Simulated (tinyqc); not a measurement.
Spin coating of a resist or spin-on film: centrifugal thinning, evaporation and the final thickness (Emslie and Meyerhofer models): one step, computed by the program tinyqc.

A Newtonian film stays uniform over the wafer; solvent and solids have the same density and the concentration is uniform through the thickness.

Problem. Thinning without evaporation. dh/dt = -K h^3 gives h = h0/sqrt(1 + 2 K h0^2 t); for long times h = 1/sqrt(2 K t).

Inputs (values chosen for the exercise, of the order of those of a polymer resist in an ester solvent): starting thickness h0 = 800 micrometre; time t = 0.68 s.

flow constant K = 0.005834196 1/(micrometre^2 s)

Give: h(t) without evaporation; long-time form; time 1/(2 K h0^2).

Solution.

h(t) without evaporation = 11.23 micrometre

long-time form = 11.23 micrometre

time 1/(2 K h0^2) = 1.339e-04 s

The long-time form is within 0.0098 %: the starting thickness is forgotten.
